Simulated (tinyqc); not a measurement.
# Rectangular fin or nanosheet with a gate all round, subbands and threshold shift from confinement, step by step

Program tinyqc, `OMP_NUM_THREADS=1 python tinyqc.py 2350039 2350040 out.jsonl`; Intel Xeon 2.30GHz, shared host, one thread, about 0.1 s. Printed values are rounded.

Undoped body with a flat potential across it, hard walls, transport along x. One isotropic valley (g = 1, mx = my = mz = me). Non-parabolicity enters the subband edges through E (1 + al E) = gamma, so E = 2 gamma/(1 + sqrt(1 + 4 al gamma)); motion within a subband is taken as parabolic with the band-edge mass. Energies are counted from the bulk band edge.

Values chosen for this exercise; masses close to those of InAs: temperature T = 400 K; mass at the band edge me = 0.0231 m0; non-parabolicity al = 2.5 1/eV; width (along y) t = 4.7 nm; widening of the box by penetration into the insulator dl = 0 nm; height (along z) H = 18.8 nm.

Constants: q = 1.602176634e-19 C, kB = 1.380649e-23 J/K, hbar = 1.054571817e-34 J s, m0 = 9.1093837015e-31 kg, Vt = kB T/q, hbar^2/(2 m0) = 0.0380998212 eV nm^2. Results are converted to the units shown.

Range of the model: Non-parabolicity also makes carriers heavier within each subband, which is left out, so densities of states are understated at high energy.

## Lowest subbands

gamma = C pi^2 [a^2/(my (t + dl)^2) + b^2/(mz (H + dl)^2)], C = hbar^2/(2 m0). List the 6 lowest, labelled by quantum numbers, with degeneracy g and N_k: N_k = g sqrt(2 mx m0 kB T/(pi hbar^2)).

| subband | E_k (eV) | g | N_k (cm^-1) |
|---|---|---|---|
| 1,1 | 0.394295 | 1 | 8.15617e5 |
| 1,2 | 0.439105 | 1 | 8.15617e5 |
| 1,3 | 0.507509 | 1 | 8.15617e5 |
| 1,4 | 0.593428 | 1 | 8.15617e5 |
| 1,5 | 0.691815 | 1 | 8.15617e5 |
| 1,6 | 0.798992 | 1 | 8.15617e5 |

## Threshold shift

Each subband has N_k = g sqrt(2 mx m0 kB T/(pi hbar^2)); without degeneracy n = exp(EF/Vt) sum N_k exp(-E_k/Vt). Classical value Nc times t H, Nc = sum over valleys of 2 g (m m0 kB T/(2 pi hbar^2))^1.5 with m = (mx my mz)^(1/3). Threshold shift dVT = Vt ln(classical value/sum N_k exp(-E_k/Vt)). Use the subbands listed.

| subband | shares (%) |
|---|---|
| 1,1 | 76.1453 |
| 1,2 | 20.7523 |
| 1,3 | 2.8524 |
| 1,4 | 0.2359 |
| 1,5 | 0.0136 |
| 1,6 | 0.0006 |

sum N_k exp(-E_k/Vt) = 11.5329 cm^-1
Nc = 1.35643e17 cm^-3
classical value = 1.19854e5 cm^-1
dVT = 318.801 mV

With all subbands dVT = 318.8 mV. The lowest edge lies at 394 meV; dVT is smaller than that, since sum N_k exp(-(E_k - E_1)/Vt) exceeds the classical value.
